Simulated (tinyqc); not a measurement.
Moment against band filling: Stoner model of a band ferromagnet.

Density of states per atom and spin: triangular, D(e) = (4 M/W^2) (W/2 - |e|). Levels e -/+ I m/2 for up and down spin, m = n_up - n_down, n_up + n_down = nd. At zero temperature e(N) is the energy below which N states lie, and E(m) = sum over spins of integral e D de - I m^2/4.

Parameters, chosen for this exercise:

| symbol | value | unit | meaning |
|---|---|---|---|
| W | 3.7 | eV | band width, e from -W/2 to W/2 |
| M | 5 |  | states per atom and spin |
| I | 0.4 | eV | Stoner parameter |

Rigid band, I fixed: a Slater-Pauling curve.

Results:

| nd | I D(EF) | m (muB) | m_max |
|---|---|---|---|
| 3.0 | 0.837 | 0.000 | 3.0 |
| 4.0 | 0.967 | 0.000 | 4.0 |
| 5.0 | 1.081 | 1.387 | 5.0 |
| 6.0 | 0.967 | 0.000 | 4.0 |
| 6.5 | 0.904 | 0.000 | 3.5 |
| 7.0 | 0.837 | 0.000 | 3.0 |
| 7.5 | 0.764 | 0.000 | 2.5 |
| 8.0 | 0.684 | 0.000 | 2.0 |
| 8.5 | 0.592 | 0.000 | 1.5 |
| 9.0 | 0.483 | 0.000 | 1.0 |
| 9.5 | 0.342 | 0.000 | 0.5 |

What does the comparison show?

Magnetic fillings among those listed: 5.0; the largest moment is 1.39 at nd = 5. No listed filling is saturated.

Computed by tinyqc, a small Python program: `OMP_NUM_THREADS=1 python tinyqc.py 1680111 1680112 out.jsonl` (the numbers bound the seed that draws the inputs); one thread of a shared host (Intel(R) Xeon(R) Processor @ 2.30GHz), about 0.6 s for the whole set of steps.
